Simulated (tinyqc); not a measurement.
From results back to parameters: conductance of a narrow metal strip with scatterers (square lattice, Green functions). Five cases, with inputs chosen for the exercise.

Problem. Boundaries with reflection R, a distance dg apart, add incoherently to the scattering in a one-dimensional channel: rho/rho0 = 1 + (lam/dg) R/(1 - R). The ratio comes from a hidden R.

Case 1.

Values chosen (out of a larger set: hopping and spacing of the size met in Cu or Al; the lattice is a model; not measured data): lam = 42 nm (bulk mean free path); dg = 12 nm (distance between boundaries).

rho/rho0 = 6.03659

Case 2.

Values chosen (out of a larger set: hopping and spacing of the size met in Cu or Al; the lattice is a model; not measured data): lam = 35 nm (bulk mean free path); dg = 45 nm (distance between boundaries).

rho/rho0 = 2.11924

Case 3.

Values chosen (out of a larger set: hopping and spacing of the size met in Cu or Al; the lattice is a model; not measured data): lam = 22 nm (bulk mean free path); dg = 45 nm (distance between boundaries).

rho/rho0 = 1.41646

Case 4.

Values chosen (out of a larger set: hopping and spacing of the size met in Cu or Al; the lattice is a model; not measured data): lam = 24 nm (bulk mean free path); dg = 39 nm (distance between boundaries).

rho/rho0 = 1.64050

Case 5.

Values chosen (out of a larger set: hopping and spacing of the size met in Cu or Al; the lattice is a model; not measured data): lam = 21 nm (bulk mean free path); dg = 24 nm (distance between boundaries).

rho/rho0 = 1.55943

Find: R; effective mean free path lam rho0/rho.

Solution. y = (rho/rho0 - 1) dg/lam = R/(1 - R), so R = y/(1 + y).

Case 1.

R = 0.590
effective mean free path lam rho0/rho = 6.96 nm

Case 2.

R = 0.590
effective mean free path lam rho0/rho = 16.52 nm

Case 3.

R = 0.460
effective mean free path lam rho0/rho = 15.53 nm

Case 4.

R = 0.510
effective mean free path lam rho0/rho = 14.63 nm

Case 5.

R = 0.390
effective mean free path lam rho0/rho = 13.47 nm

Computed by tinyqc, one run a case: `OMP_NUM_THREADS=1 python tinyqc.py N N+1 out.jsonl` with N = 1480144, 1480326, 1480345, 1480447, 1480486; one thread of a shared Intel(R) Xeon(R) Processor @ 2.30GHz, about 0.01 s a run at most.
